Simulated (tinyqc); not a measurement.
Landau-Devonshire theory of a uniaxial ferroelectric: one step, computed by the program tinyqc.

G(P) = (alpha/2) P^2 + (beta*/4) P^4 + (gamma/6) P^6 - E P per volume, SI units, one domain, P along the polar axis, which is normal to the film.

Problem. A capacitor with imperfect screening. Between shorted electrodes with screening length lambda each, the depolarising field is -k P, k = 2 lambda/(eps_0 (d + 2 lambda eps_b)), so alpha turns into alpha + k. Ps^2 = [-beta* + sqrt(beta*^2 - 4 alpha gamma)]/(2 gamma). The polar state is the lowest uniform state while alpha + k < 0 (beta* > 0) or < 3 beta*^2/(16 gamma) (beta* < 0); setting the equality gives the critical thickness d_c.

Inputs (values chosen for the exercise, for a model ferroelectric):
```
quantity                          value       unit
Curie-Weiss temperature T0          620          K
gamma                          2.08e+09  J m^9/C^6
temperature T                       314          K
film thickness d                     14         nm
screening length lambda           0.037         nm
background permittivity eps_b        10          -
```

Sample: epitaxial film.

alpha = -1.307136e+09 J m/C^2

beta* = 1.506826e+09 J m^5/C^4

Constants: eps_0 = 8.8541878128e-12 F/m.

Give: depolarising coefficient k; polarisation of the film; size of the depolarising field; critical thickness d_c.

Solution.

depolarising coefficient k = 5.670e+08 J m/C^2

polarisation of the film = 57.94 microcoulomb/cm^2

size of the depolarising field = 328.5 MV/m

critical thickness d_c = 5.654 nm
